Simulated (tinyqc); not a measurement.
p-type polysilicon, carrier trapping at grain boundaries: one step of the calculation.

One-dimensional grains of size Lg, uniform ionised doping N, monovalent traps Qt at each boundary at a depth Et below (for electrons) or above (for holes) the band edge there, abrupt depletion of width W on each side of a boundary, Boltzmann statistics. xi is the distance from the band edge at the grain centre to the Fermi level. Trapped charge Qt/(1 + exp((xi + VB - Et)/Vt)) = 2 N W, barrier VB = q N W^2/(2 eps0 eps_r).

Task. New W. Partly depleted grain, xi = Vt ln(NB/N): f = 1/(1 + exp((xi + VB - Et)/Vt)), g = Qt f - 2 N W, g' = -2 Qt f (1 - f) VB/(W Vt) - 2 N, W(new) = W - g/g'.

Parameters, values chosen for the exercise; values of the order met in polycrystalline silicon:

| symbol | value | unit | meaning |
|---|---|---|---|
| T | 300 | K | temperature |
| eps_r | 11.7 |  | relative permittivity |
| NB | 2.65e19 | cm^-3 | valence-band density of states at T |
| Qt | 1.9e12 | cm^-2 | trap density of a grain boundary |
| Et | 0.35 | eV | depth of the trap level from the majority band edge at the boundary |
| N | 7.2e18 | cm^-3 | doping |

Constants: q = 1.602176634e-19 C, kB = 1.380649e-23 J/K, Vt = kB T/q, eps0 = 8.8541878128e-14 F/cm where lengths are in cm. Results are converted to the units shown.

W at the start = 1.3 nm

Find: VB; f; g; g'; W after iteration 1.

Result.

VB = 0.009409 V
f = 1.000
g = 2.799e10 cm^-2
g' = -1.440e12 cm^-2/nm
W after iteration 1 = 1.319 nm

tinyqc, about 0.01 s, one thread, Intel Xeon 2.30GHz (shared host): `OMP_NUM_THREADS=1 python tinyqc.py 2830054 2830055 out.jsonl`
